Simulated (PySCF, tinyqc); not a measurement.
Worked calculation: CISD on RHF in the sto-6g basis, for H4, spin multiplicity 1. The lowest restricted solution is unstable here: a spin-polarised one lies 0.0218 hartree lower (PySCF). One step of it, computed by the program tinyqc.

Problem. Iteration 2 (converged): orbitals. Diagonalise F' = X^T F X, C = X C', fill 2 alpha and 2 beta electrons from the bottom; D = 2 C_occ C_occ^T. Each column has its largest component positive (the first on a tie).

converged F (hartree), order 1H 1s, 2H 1s, 3H 1s, 4H 1s:
```
[[-0.416345, -0.622012, -0.441780, -0.411170],
 [-0.622012, -0.416345, -0.411170, -0.441780],
 [-0.441780, -0.411170, -0.416345, -0.622012],
 [-0.411170, -0.441780, -0.622012, -0.416345]]
```

X, order 1H 1s, 2H 1s, 3H 1s, 4H 1s:
```
[[1.028498, 0.662415, 0.583844, 0.318755],
 [-1.028498, -0.662415, 0.583844, 0.318755],
 [-1.028498, 0.662415, -0.583844, 0.318755],
 [1.028498, -0.662415, -0.583844, 0.318755]]
```

Give: F' = X^T F X; orbital energies; coefficients C; D after iteration 2.

Solution.

F' = X^T F X (hartree):
```
[[0.9997, 0.0000, 0.0000, 0.0000],
 [0.0000, 0.3073, 0.0000, 0.0000],
 [0.0000, 0.0000, -0.2528, 0.0000],
 [0.0000, 0.0000, 0.0000, -0.7687]]
```

orbital energies (hartree): [-0.7687, -0.2528, 0.3073, 0.9997]

coefficients C, order 1H 1s, 2H 1s, 3H 1s, 4H 1s:
```
[[0.3188, 0.5838, 0.6624, 1.0285],
 [0.3188, 0.5838, -0.6624, -1.0285],
 [0.3188, -0.5838, 0.6624, -1.0285],
 [0.3188, -0.5838, -0.6624, 1.0285]]
```

D after iteration 2, order 1H 1s, 2H 1s, 3H 1s, 4H 1s:
```
[[0.8850, 0.8850, -0.4785, -0.4785],
 [0.8850, 0.8850, -0.4785, -0.4785],
 [-0.4785, -0.4785, 0.8850, 0.8850],
 [-0.4785, -0.4785, 0.8850, 0.8850]]
```
